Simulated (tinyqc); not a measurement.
Electron mobility in a silicon inversion layer, empirical terms and Matthiessen rule: effect of the charge at the interface.

Inversion layer of sheet density Ns on a uniformly doped body. The mobility terms are empirical power laws with prefactors chosen for the exercise; adding their inverses (Matthiessen) is itself an approximation.

ni = sqrt(Nc Nv) exp(-Eg/(2 Vt)), Eg in volts; Ndep = sqrt(2 eps0 eps_r Nb (2 Vt ln(Nb/ni) + Vsb)/q); E = q (Ndep + eta Ns)/(eps0 eps_r), in MV/cm. With t = T/(300 K): muC = Ac (Ns/1e12 cm^-2) t/(Nb/1e17 cm^-3 + Nit/1e11 cm^-2), muP = Ap E^(-1/3) t^(-1.75), muS = As E^(-gs); 1/mu is the sum of the inverses.

Inputs (values chosen for the exercise); material values close to those of silicon:

| symbol | value | unit | meaning |
|---|---|---|---|
| T | 293 | K | temperature |
| Eg | 1.12 | eV | band gap |
| eps_r | 11.5 |  | relative permittivity of the semiconductor |
| Nc | 2.69e19 | cm^-3 | conduction-band density of states at T |
| Nv | 2.59e19 | cm^-3 | valence-band density of states at T |
| Nb | 1.4e17 | cm^-3 | body doping |
| Vsb | 0 | V | reverse body bias |
| eta | 0.5 |  | weight of the inversion charge in the effective field |
| Ap | 382 | cm^2/(V s) | phonon-limited mobility at 1 MV/cm and 300 K |
| As | 1160 | cm^2/(V s) | roughness-limited mobility at 1 MV/cm |
| gs | 2 |  | exponent of the roughness term |
| Ac | 2600 | cm^2/(V s) | Coulomb prefactor |
| Ns | 6.4e11 | cm^-2 | inversion density |

Constants: q = 1.602176634e-19 C, kB = 1.380649e-23 J/K, Vt = kB T/q, eps0 = 8.8541878128e-14 F/cm where lengths are in cm. Results are converted to the units shown.

The same in every row: E (MV/cm) = 0.2445; muP (cm^2/(V s)) = 636.7; muS (cm^2/(V s)) = 1.941e4.

Results:
```
Nit (cm^-2)  muC (cm^2/(V s))  mu (cm^2/(V s))
1e10                     1083            392.9
1e11                    677.2            322.7
3.2e11                  353.3            224.6
1e12                    142.6            115.8
3.2e12                  48.66            45.10
1e13                    16.03            15.62
```

Estimate the missing row, Nit = 3.2e10 cm^-2.

Computed row:
```
Nit (cm^-2)  muC (cm^2/(V s))  mu (cm^2/(V s))
3.2e10                  944.9            373.1
```

With this row back in the table: As Nit goes from 1e10 to 1e13 cm^-2, E stays at 0.244 MV/cm and mu falls from 393 to 15.6 cm^2/(V s). The smallest term is the phonon one in the first row and the Coulomb one in the last.

Program tinyqc, `OMP_NUM_THREADS=1 python tinyqc.py 2510154 2510155 out.jsonl`; Intel Xeon 2.30GHz, shared host, one thread, about 0.01 s.
